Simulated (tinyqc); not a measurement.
Doping and thickness from pinch-off voltage and conductance.

Question. A uniform channel has Vp = q Nd a^2/(2 eps0 eps_r) and G0 = q mu Nd a W/L. Find a and Nd.

Parameters, values chosen for the exercise; material values those of a made-up semiconductor:
- eps_r = 13.5 (relative permittivity of the semiconductor)
- mu = 3900 cm^2/(V s) (low-field mobility at this doping)
- L = 0.3 um (gate length)
- W = 300 um (gate width)

Constants: q = 1.602176634e-19 C, eps0 = 8.8541878128e-14 F/cm where lengths are in cm. Results are converted to the units shown.

Vp = 2.7022058 V
G0 = 2099.4923 mS

Answer. G0 gives the product Nd a and Vp gives Nd a^2; their ratio is a.

a = 120 nm
Nd = 2.80e17 cm^-3

Numbers from tinyqc (`OMP_NUM_THREADS=1 python tinyqc.py 2500054 2500055 out.jsonl`; about 0.04 s on one thread of a shared Intel Xeon 2.30GHz).
